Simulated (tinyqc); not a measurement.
## Space-charge-limited current with shallow traps: effect of the thickness

One carrier type, drift only, an injecting contact at x = 0 (zero field) and thickness L. The share th = y/(1 + y), y = (Nc/Nt) exp(-Et/kB T), of the injected charge is free: J = q mu n F, eps0 eps_r dF/dx = q (n - n0)/th.

Ohmic J = q n0 mu V/L; Mott-Gurney J = (9/8) th eps0 eps_r mu V^2/L^3; they cross at Vx = 8 q n0 L^2/(9 th eps0 eps_r); traps fill at V_TFL = q Nt L^2/(2 eps0 eps_r). Exact: with u = n0/n(L), w = -u - ln(1 - u) and v = -u - u^2/2 - ln(1 - u), V = (q n0 L^2/(th eps0 eps_r)) v/w^2 and J = q^2 n0^2 mu L/(th eps0 eps_r w).

Parameters, values chosen for the exercise:
```
symbol   value        unit                              meaning
T          250           K                          temperature
eps_r      4.6                            relative permittivity
mu      0.0018  cm^2/(V s)                             mobility
Nc      5.5e19       cm^-3               band density of states
Nt      6.5e17       cm^-3                         trap density
Et        0.33          eV                           trap depth
n0      2.4e10       cm^-3  free carrier density in equilibrium
V          7.6           V                              voltage
```

Constants: q = 1.602176634e-19 C, kB = 1.380649e-23 J/K, Vt = kB T/q, eps0 = 8.8541878128e-14 F/cm where lengths are in cm. Results are converted to the units shown.

Effect of the thickness:
```
L (nm)  J (A/cm^2)  ohmic (A/cm^2)  Mott-Gurney (A/cm^2)  d ln J/d ln V
110       6.777e-4        4.782e-6              6.741e-4          1.995
140       3.298e-4        3.757e-6              3.270e-4          1.991
200       1.141e-4        2.630e-6              1.122e-4          1.983
270       4.705e-5        1.948e-6              4.558e-5          1.969
370       1.879e-5        1.422e-6              1.771e-5          1.942
510       7.547e-6        1.031e-6              6.764e-6          1.895
```

J falls from 6.78e-4 to 7.55e-6 A/cm^2, as L^(-2.99) between the first two rows and L^(-2.84) between the last two (space charge -3, ohmic -1). The thickness law marks a bulk-limited current; an electrode-limited one depends on V/L alone.

Range of the model: Diffusion and a field-dependent mobility are left out. With injecting contacts the diffusion current, about 4 pi^2 Vt th eps0 eps_r mu V/L^3, equals the Mott-Gurney current at V = 35 kB T/q (0.9 V at 300 K), so the drift-only result needs V well above that.

Program tinyqc, `OMP_NUM_THREADS=1 python tinyqc.py 2370066 2370067 out.jsonl`; Intel Xeon 2.30GHz, shared host, one thread, about 0.01 s.
